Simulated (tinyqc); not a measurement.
Frequency dispersion of an accumulation capacitance by border traps, distributed model: capacitance and loss against frequency.

Traps spread evenly through the insulator exchange electrons with the semiconductor by tunnelling, with tau(x) = t0 exp(2 ka x) at depth x from the interface. The admittance per area Y seen at depth x obeys dY/dx = -Y^2/(i w eps0 eox) + q Nb ln(1 + i w tau)/tau, with Y(0) = i w Cs and w = 2 pi f; the gate sees Y(tox) = G + i w C. Working variable y = Y/(i w), in uF/cm^2. Cox = eps0 eox/tox.

Cox; trap-free value 1/(1/Cox + 1/Cs); response depth d = ln(1/(w t0))/(2 ka), where w tau = 1; lumped estimate: all traps within d act as C_bt = q Nb d placed at d/2, so C = 1/{1/[1/(1/Cs + d/(2 eps0 eox)) + C_bt] + (tox - d/2)/(eps0 eox)}. C and G from a fine integration; dispersion -d C/d log10 f over C, from f times and over 1.1. For a broad spread of time constants G/w is close to -(pi/2) dC/d ln w.

Inputs (values chosen for the exercise); permittivity close to that of hafnium oxide: relative permittivity of the insulator eox = 18.3; insulator thickness tox = 3.5 nm; semiconductor capacitance in accumulation Cs = 0.51 uF/cm^2; density of border traps Nb = 9.5e19 cm^-3 eV^-1; decay constant of the wave function in the insulator ka = 4.7 1/nm; time constant of a trap at the interface t0 = 2e-10 s.

Constants: q = 1.602176634e-19 C, eps0 = 8.8541878128e-14 F/cm where lengths are in cm. Results are converted to the units shown.

The same in every row: trap-free C (uF/cm^2) = 0.4594.

Capacitance and loss against frequency:
```
f (Hz)  d (nm)  C (uF/cm^2)  G/w (uF/cm^2)  dispersion (% a decade)  -(pi/2) dC/d ln w (uF/cm^2)  lumped C (uF/cm^2)
10       1.935        2.424         0.1562                    9.419                       0.1558               2.237
100      1.690        2.200         0.1510                    10.03                       0.1506               2.042
1000     1.445        1.982         0.1482                    10.94                       0.1478               1.845
10000    1.200        1.765         0.1479                    12.25                       0.1475               1.643
1e5     0.9555        1.548         0.1503                    14.19                       0.1498               1.434
1e6     0.7106        1.325         0.1556                    17.17                       0.1551               1.213
1e7     0.4656        1.091         0.1640                    22.03                       0.1640              0.9759
```

C falls from 2.424 to 1.091 uF/cm^2, towards the trap-free 0.4594; each decade of frequency removes ln 10/(2 ka) = 0.245 nm from the response depth. The dispersion rises from 9.42 to 22.0 % a decade and G/w goes from 0.156 through a minimum of 0.148 (at f = 10000 Hz among the rows listed) to 0.164 uF/cm^2. G/w stays at 1.00 times -(pi/2) dC/d ln w, the relation for a broad spread of time constants.

tinyqc, about 0.3 s, one thread, Intel Xeon 2.30GHz (shared host): `OMP_NUM_THREADS=1 python tinyqc.py 2202002 2202003 out.jsonl`
